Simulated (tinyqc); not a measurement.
Stoner model of a band ferromagnet: sweeps and comparisons. A value that a table varies takes the place of the one given here.

Density of states per atom and spin: two humps, D(e) = (M/W) [1 - sp cos(4 pi e/W)]. Levels e -/+ I m/2 for up and down spin, m = n_up - n_down, n_up + n_down = nd. At zero temperature e(N) is the energy below which N states lie, and E(m) = sum over spins of integral e D de - I m^2/4.

Inputs chosen for the exercise: W = 3.7 eV (band width, e from -W/2 to W/2); M = 5 (states per atom and spin); nd = 3.49 (electrons per atom); sp = 0.47 (shape parameter); I = 0.46 eV (Stoner parameter).

## Moment against the Stoner parameter

Lowest state for each I.

Results:
```
I (eV)  I D(EF)  m (muB)  E - E(0) (meV)
0.35      0.614    0.000             0.0
0.46      0.807    0.000             0.0
0.52      0.913    0.000             0.0
0.57      1.001    0.087             0.0
0.63      1.106    1.089            -9.5
0.72      1.264    1.639           -52.1
0.86      1.510    3.490          -427.9
1.03      1.808    3.490          -945.6
```

A moment first appears at I = 0.57 eV of those listed, where I D(EF) = 1.001. It is saturated at 3.490 from I = 0.86 eV on.

## Moment against band filling

Rigid band, I fixed: a Slater-Pauling curve.

Results:
```
nd   I D(EF)  m (muB)  m_max
3.0    0.887    0.000    3.0
4.0    0.665    0.000    4.0
5.0    0.329    0.000    5.0
6.0    0.665    0.000    4.0
6.5    0.805    0.000    3.5
7.0    0.887    0.000    3.0
7.5    0.914    0.000    2.5
8.0    0.887    0.000    2.0
8.5    0.805    0.000    1.5
9.0    0.665    0.000    1.0
9.5    0.472    0.000    0.5
```

No listed filling is magnetic. No listed filling is saturated.

## What moves the moment

Lowest state for each case. Each row changes one parameter from the base and keeps the others.

Results:
```
case          I D(EF)  m (muB)  E - E(0) (meV)
base            0.807    0.000             0.0
W = 3.404 eV    0.878    0.000             0.0
I = 0.497 eV    0.872    0.000             0.0
nd = 3.19       0.863    0.000             0.0
sp = 0.57       0.862    0.000             0.0
```

The largest shifts from the base row, up to three for each result and ties (the steps differ in size, so this ranks the rows, not the parameters). I D(EF): W +0.070, I +0.065, nd +0.055, sp +0.055. m (muB): unchanged at the printed digits by W, I, nd and sp. E - E(0) (meV): unchanged at the printed digits by W, I, nd and sp.

Program tinyqc; command `OMP_NUM_THREADS=1 python tinyqc.py 1680723 1680724 out.jsonl`; about 0.1 s on one thread of a shared Intel(R) Xeon(R) Processor @ 2.30GHz.
